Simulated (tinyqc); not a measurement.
Grain-boundary trapping model (Seto) of a polycrystalline semiconductor film: one step, computed by the program tinyqc. Command: `OMP_NUM_THREADS=1 python tinyqc.py 3026521 3026522 out.jsonl poly walk`. One thread of a shared host (Intel(R) Xeon(R) Processor @ 2.30GHz), about 0.01 s of CPU time with the checks.

Grains of equal size L are joined by thin boundaries with one trap level. Trapped carriers deplete a width W on each side and raise a barrier, crossed by thermionic emission. Dopants are fully ionised, statistics are non-degenerate and mu_g does not depend on T.

Problem. Resistivity and effective mobility. Boundary: sigma_b = L e^2 n_0 exp(-e V_B/k_B T)/sqrt(2 pi m k_B T); drift through the grain, depleted parts included: rho_g = [(1 - 2W/L) + (2W/L) int_0^1 exp(y^2 s^2) ds]/(e n_0 mu_g); rho = 1/sigma_b + rho_g. Mean carrier density n_av = n_0 [(1 - 2W/L) + (2W/L) (sqrt(pi)/2) erf(y)/y], y = sqrt(e V_B/k_B T); effective mobility 1/(e n_av rho).

Inputs (values chosen for the exercise, modelled on polycrystalline silicon):

| quantity | value | unit |
|---|---|---|
| effective mass m | 0.4 | m_0 |
| grain size L | 25 | nm |
| doping N | 8.3e+18 | 1/cm^3 |
| mobility inside the grains mu_g | 80 | cm^2/(V s) |
| temperature T | 400 | K |

Grain interior: resistance included.

depletion width W = 2.831299 nm

barrier V_B = 0.05145117 V

E_F = -0.04342125 eV

centre density n_0 = 8.30e+18 1/cm^3

Constants: k_B = 8.617333262e-05 eV/K; m_0 = 9.1093837015e-31 kg; k_B = 1.380649e-23 J/K; e = 1.602176634e-19 C.

Give: boundary resistivity; drift resistivity rho_g; resistivity rho; mean carrier density; effective mobility.

Solution.

boundary resistivity = 0.009392 ohm cm

drift resistivity rho_g = 0.01117 ohm cm

resistivity rho = 0.02056 ohm cm

mean carrier density = 7.669e+18 1/cm^3

effective mobility = 39.59 cm^2/(V s)

A single crystal with the same N and mu_g would have 0.00940 ohm cm, a factor 2.19 lower. Caution: E_F is within 2 k_B T of the band edge, so non-degenerate statistics fail, and tunnelling through so thin a barrier adds to the current. Caution: e V_B is below 2 k_B T, where the depletion approximation fails and the mean density does not balance the trapped charge.
